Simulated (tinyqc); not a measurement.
Deal-Grove kinetics of thermal oxidation of silicon. Changing the oxidant pressure p. Computed by tinyqc, a small Python program. Command: `OMP_NUM_THREADS=1 python tinyqc.py 3005554 3005555 out.jsonl oxide sweep`. One thread of a shared host (Intel(R) Xeon(R) Processor @ 2.30GHz), about 0.1 s of CPU time with the checks.

Oxidant diffuses through the oxide and reacts at the interface, so that dx/dt = B/(A + 2x) for the oxide thickness x.

Inputs (values chosen for the exercise, close to those used for silicon):
```
quantity,value,unit
prefactor B0,430,um^2/h
activation energy E_B,0.781,eV
prefactor (B/A)0,1.02e+08,um/h
activation energy E_A,2.03,eV
temperature T,975,C
pressure exponent m of B/A,1,-
initial oxide x_i,0.1,um
time t,0.31,h
```

Ambient: steam. Surface: (100).

Constants: k_B = 8.617333262e-05 eV/K.

Method:
- B = B0 p exp(-E_B/(k_B T)), B/A = (B/A)0 p^m exp(-E_A/(k_B T)), p in atm; A = B/(B/A).
- Temperatures in kelvin are T(C) + 273.15.
- tau = (x_i^2 + A x_i)/B and x = (A/2) [sqrt(1 + 4 B (t + tau)/A^2) - 1], the root of x^2 + A x = B (t + tau).
- Silicon consumed is 0.44 times the oxide grown; the rate is B/(A + 2x).

One run for each value:
```
oxidant pressure p (atm),oxide thickness x (um),length A (um),final growth rate (um/h),parabolic constant B (um^2/h)
0.05,0.107,0.4657,0.022,1.510e-02
0.12,0.116,0.4657,0.052,3.624e-02
0.3,0.140,0.4657,0.122,9.059e-02
0.72,0.189,0.4657,0.258,2.174e-01
1.7,0.287,0.4657,0.494,5.133e-01
4.2,0.477,0.4657,0.893,1.268e+00
10,0.790,0.4657,1.476,3.020e+00
25,1.333,0.4657,2.411,7.549e+00
```

Describe and explain the trends.

Over the rows, oxide thickness x (um) rises from 0.107 to 1.33 (exponent d ln y / d ln x 0.097 between the first rows and 0.57 between the last); length A (um) does not change; final growth rate (um/h) rises from 0.0222 to 2.41 (exponent d ln y / d ln x 0.97 between the first rows and 0.54 between the last). The exponent of length A stays at 0: B and B/A both scale with p. B is proportional to p and B/A to p^1, so A goes as p^0.00. The exponent of x is bounded by m in the linear regime and tends to 1/2 in the parabolic one.
